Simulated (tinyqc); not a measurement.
Comparisons within one model: hydrogenic donor in a hard-walled well (variational). A value that a table varies takes the place of the one given here.

Trial function cos(pi z/L) exp(-r/lam), r measured from the donor at zi, walls at +/- L/2, one eps everywhere. Counted from the lowest subband, E(lam) = c/(m lam^2) - (q/eps) I0/I1, with I0 the integral of cos^2(pi z/L) exp(-2|z - zi|/lam) over the well and I1 the same with the factor (|z - zi| + lam/2); c = hbar^2/2m0, q = e^2/(4 pi eps0). The binding energy is -E at the minimum.

Constants: hbar^2/2m0 = 3.80998211 eV angstrom^2; e^2/(4 pi eps0) = 14.39964547 eV angstrom; Ry = 13.60569312 eV.

Values chosen for the exercise (near those of Ge, with one mean mass; the results hold for these values, not for the real material): m = 0.117 m0 (mass); eps = 15.9 (dielectric constant); Ls = (13, 30, 55, 143, 223, 548, 1138) angstrom (widths); L = 208 angstrom (well width); zi = 29 angstrom (position of the donor from the centre).

## Width of the well

Ry* = 6.2967 meV
a* = 71.914 angstrom

Donor at the centre and at the wall (zi = L/2).

Binding:
```
L (angstrom)   L/a*  centre (meV)  in Ry*  wall (meV)  in Ry*  centre/wall
13             0.18         21.18   3.363       16.03   2.546         1.32
30             0.42         18.12   2.878       11.78   1.870         1.54
55             0.76         15.42   2.449        8.87   1.409         1.74
143            1.99         11.15   1.771        5.25   0.834         2.12
223            3.10          9.48   1.506        4.03   0.641         2.35
548            7.62          7.22   1.146        2.41   0.382         3.00
1138          15.82          6.54   1.038        1.81   0.288         3.61
```

At the centre the binding falls from 3.36 to 1.04 Ry*, between the limits 4 and 1. At the wall it falls from 2.55 to 0.29 Ry*, towards 1/4: the wall forces a node through the donor, as in a 2p state. With this trial function, which underbinds wall donors by about a tenth, the wall donor drops below the bulk value between 55 and 143 angstrom. The ratio grows from 1.32 to 3.61. Widths under about 15 angstrom lie outside envelope theory and serve only to show the limit.

## Position of the donor

Fixed width; zi from the centre to the wall.

Binding:
```
2 zi/L  zi (angstrom)  lam (angstrom)  binding (meV)  in Ry*
0.0               0.0            72.5           9.72   1.544
0.2              20.8            73.2           9.38   1.490
0.4              41.6            76.3           8.36   1.327
0.6              62.4            86.8           6.79   1.079
0.8              83.2           110.7           5.25   0.833
0.9              93.6           125.2           4.66   0.740
1.0             104.0           138.7           4.21   0.668
```

Uniform doping spreads the level over 5.52 meV, from 9.72 at the centre to 4.21 at the wall, while lam grows by 91 %. The slope is flat at the centre, which gives a peak in the density of donor states there, and steepest between 2 zi/L = 0.4 and 0.8.

## What each parameter does

The minimum over lam; Ry* = Ry m/eps^2. Each row changes one parameter from the base and keeps the others.

Results:
```
case              binding (meV)  lam (angstrom)  binding/Ry*
base                       9.06            73.9        1.438
m = 0.14 m0               10.21            62.7        1.355
eps = 14.3                10.80            67.1        1.388
L = 270 angstrom           8.54            75.1        1.356
zi = 14 angstrom           9.57            72.8        1.519
```

The largest shifts from the base row, up to three for each result and ties (the steps differ in size, so this ranks the rows, not the parameters). binding (meV): eps +1.75, m +1.15, L -0.52. lam (angstrom): m -11.2, eps -6.8, L +1.2. binding/Ry*: m -0.083, L -0.082, zi +0.081.

Run: tinyqc, `OMP_NUM_THREADS=1 python tinyqc.py 1280048 1280049 out.jsonl`; Intel(R) Xeon(R) Processor @ 2.30GHz, one thread, shared host; about 0.04 s of CPU time with all checks.
